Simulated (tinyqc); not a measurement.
## Barrier height from two thicknesses

Problem. Through a thick flat barrier T = c exp(-2 kappa t) with a prefactor c that does not depend on t, and kappa = sqrt(m1 phi1/C), C = hbar^2/(2 m0). Find kappa, the decades lost for each nanometre, c and phi1.

Values chosen for this exercise: tunnelling mass of layer 1 m1 = 0.51 m0.

Constants: q = 1.602176634e-19 C, hbar = 1.054571817e-34 J s, m0 = 9.1093837015e-31 kg, hbar^2/(2 m0) = 0.0380998212 eV nm^2. Results are converted to the units shown.

T at t = 1.2 and 2.7 nm: [5.4186826e-7, 1.9366838e-15]

Solution. The ratio of the two values removes c: kappa = ln(T_a/T_b)/(2 (t_b - t_a)).

kappa = 6.483 1/nm
decades a nanometre = 5.631
c = 3.100
phi1 = 3.140 eV

tinyqc, about 0.04 s, one thread, Intel Xeon 2.30GHz (shared host): `OMP_NUM_THREADS=1 python tinyqc.py 2540152 2540153 out.jsonl`
